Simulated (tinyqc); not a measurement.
The best anneal temperature for the time t: solubility, supersaturation, precipitation and gettering of an impurity in a silicon-like host. Computed by tinyqc, a small Python program. Command: `OMP_NUM_THREADS=1 python tinyqc.py 3023762 3023763 out.jsonl ripen walk`. One thread of a shared host (Intel(R) Xeon(R) Processor @ 2.30GHz), about 0.01 s of CPU time with the checks.

The wafer was saturated at T1 and is then held at T.

Inputs (values chosen for the exercise, modelled on oxygen in silicon):

| quantity | value | unit |
|---|---|---|
| site density N0 | 5e+22 | 1/cm^3 |
| enthalpy of solution H | 1.51 | eV |
| entropy of solution S | 0.63 | k_B |
| diffusion prefactor D0 | 0.14 | cm^2/s |
| migration energy Q | 2.46 | eV |
| temperature of saturation T1 | 1475 | K |
| anneal temperature T | 1212 | K |
| sink density n | 2.3e+10 | 1/cm^3 |
| initial sink radius r0 | 66 | nm |
| impurity density in the precipitate C_p | 5.2e+22 | 1/cm^3 |
| interface energy gamma | 0.67 | J/m^2 |
| anneal time t | 120000 | s |

Constants: k_B = 8.617333262e-05 eV/K; k_B = 1.380649e-23 J/K.

Method:
- C_eq(T) = N0 exp(S/k_B - H/(k_B T)); D(T) = D0 exp(-Q/(k_B T)); C0 = C_eq(T1). Supersaturation s = C0/C_eq(T); critical radius r* = 2 gamma/(C_p k_B T ln s); barrier W* = (4 pi/3) gamma r*^2. Strain energy is left out.
- r_f = [r0^3 + 3 (C0 - C_eq)/(4 pi n C_p)]^(1/3), tau_f = 1/(4 pi n r_f D).
- Growing sinks: with y = r/r_f and y0 = r0/r_f, dy/dt = (1 - y^3)/(3 tau_f y), which integrates to t/tau_f = F(y) - F(y0), F(y) = (1/2) ln[(1 + y + y^2)/(1 - y)^2] - sqrt(3) arctan[(2y + 1)/sqrt(3)]; the share of the excess left is (1 - y^3)/(1 - y0^3), and C(t) = C_eq + (C0 - C_eq) x share.

C0 = 6.50443e+17 1/cm^3

Dissolved share after t:

| T (K) | C_eq/C0 | tau_f (s) | C(t)/C0 |
|---|---|---|---|
| 664 | 4.9937e-07 | 1.5521e+13 | 1.00000 |
| 767 | 1.7279e-05 | 4.8253e+10 | 1.00000 |
| 885 | 3.6343e-04 | 3.3755e+08 | 0.99969 |
| 1003 | 3.7330e-03 | 7.5924e+06 | 0.98617 |
| 1121 | 2.3482e-02 | 3.8031e+05 | 0.75819 |
| 1239 | 1.0406e-01 | 3.3927e+04 | 0.13298 |
| 1342 | 3.0809e-01 | 5.9206e+03 | 0.30809 |
| 1416 | 6.0957e-01 | 2.0204e+03 | 0.60957 |

What does the comparison show, and why?

The lowest dissolved share among these rows is 0.13 at 1239 K. Above it solubility sets the floor; below it diffusion is too slow for this time. Solubility falls with H = 1.51 eV and diffusion with Q = 2.46 eV.

Extremes, crossings and ranges named in words are read from the listed rows.
